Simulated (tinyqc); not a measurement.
Grain-boundary trapping model (Seto) of a polycrystalline semiconductor film: one step, computed by the program tinyqc. Command: `OMP_NUM_THREADS=1 python tinyqc.py 3013881 3013882 out.jsonl poly walk`. One thread of a shared host (Intel(R) Xeon(R) Processor @ 2.30GHz), about 0.01 s of CPU time with the checks.

Grains of equal size L are joined by thin boundaries with one trap level. Trapped carriers deplete a width W on each side and raise a barrier, crossed by thermionic emission. Dopants are fully ionised, statistics are non-degenerate and mu_g does not depend on T.

Question. Resistivity and effective mobility. Boundary: sigma_b = L e^2 n_0 exp(-e V_B/k_B T)/sqrt(2 pi m k_B T); drift through the grain, depleted parts included: rho_g = [(1 - 2W/L) + (2W/L) int_0^1 exp(y^2 s^2) ds]/(e n_0 mu_g); rho = 1/sigma_b + rho_g. Mean carrier density n_av = n_0 [(1 - 2W/L) + (2W/L) (sqrt(pi)/2) erf(y)/y], y = sqrt(e V_B/k_B T); effective mobility 1/(e n_av rho).

Inputs (values chosen for the exercise, modelled on polycrystalline SiGe):
```
quantity                           value        unit
effective mass m                    0.32         m_0
grain size L                          53          nm
doping N                         1.2e+19      1/cm^3
mobility inside the grains mu_g      180  cm^2/(V s)
temperature T                        250           K
```

Grain interior: resistance included.

depletion width W = 1.583333 nm

barrier V_B = 0.02016155 V

E_F = 0.001084465 eV

centre density n_0 = 1.20e+19 1/cm^3

Constants: k_B = 8.617333262e-05 eV/K; m_0 = 9.1093837015e-31 kg; k_B = 1.380649e-23 J/K; e = 1.602176634e-19 C.

Give: boundary resistivity; drift resistivity rho_g; resistivity rho; mean carrier density; effective mobility.

Answer.

boundary resistivity = 0.001242 ohm cm

drift resistivity rho_g = 0.002963 ohm cm

resistivity rho = 0.004204 ohm cm

mean carrier density = 1.183e+19 1/cm^3

effective mobility = 125.5 cm^2/(V s)

A single crystal with the same N and mu_g would have 0.00289 ohm cm, a factor 1.45 lower. Caution: E_F is within 2 k_B T of the band edge, so non-degenerate statistics fail, and tunnelling through so thin a barrier adds to the current. Caution: e V_B is below 2 k_B T, where the depletion approximation fails and the mean density does not balance the trapped charge.
